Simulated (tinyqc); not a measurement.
# Gate voltage for a given inversion charge

Problem. p-type body, charge-sheet picture, depletion and inversion only, full ionisation (an idealisation for deep acceptors), Boltzmann statistics (rough once Na exp(x - xn) passes about Nc/7). In units of Vt: xg = (Vg - Vfb)/Vt, x = psi/Vt, G = gamma/sqrt(Vt), xn = (2 phiF + Vc)/Vt. The implicit equation is (xg - x)^2 = G^2 [x - 1 + exp(x - xn)] for x above about 3. Cox = eps0 eox/tox. ni = sqrt(Nc Nv) exp(-Eg/(2 Vt)), Eg in volts; phiF = Vt ln(Na/ni); gamma = sqrt(2 q eps0 eps_r Na)/Cox. N_inv = (Cox Vt G/q) [sqrt(x - 1 + exp(x - xn)) - sqrt(x - 1)]. Find x - xn, psi and Vg.

Inputs (values chosen for the exercise); band and dielectric values close to those of silicon: temperature T = 300 K; band gap Eg = 1.11 eV; relative permittivity eps_r = 11.5; conduction-band density of states at T Nc = 2.85e19 cm^-3; valence-band density of states at T Nv = 2.67e19 cm^-3; relative permittivity of the gate insulator (close to aluminium oxide) eox = 8.88; insulator thickness tox = 3.6 nm; acceptor density Na = 2.2e16 cm^-3; flat-band voltage Vfb = -0.66 V; channel-body voltage Vc = 0.5 V.

Constants: q = 1.602176634e-19 C, kB = 1.380649e-23 J/K, Vt = kB T/q, eps0 = 8.8541878128e-14 F/cm where lengths are in cm. Results are converted to the units shown.

N_inv = 2.6e11 cm^-2

Solution. N_inv rises steadily with x, so it fixes x; the implicit equation then gives xg directly.

x - xn = 3.97
psi = 1.34 V
Vg = 0.747 V

Program tinyqc, `OMP_NUM_THREADS=1 python tinyqc.py 2122029 2122030 out.jsonl`; Intel Xeon 2.30GHz, shared host, one thread, about 0.01 s.
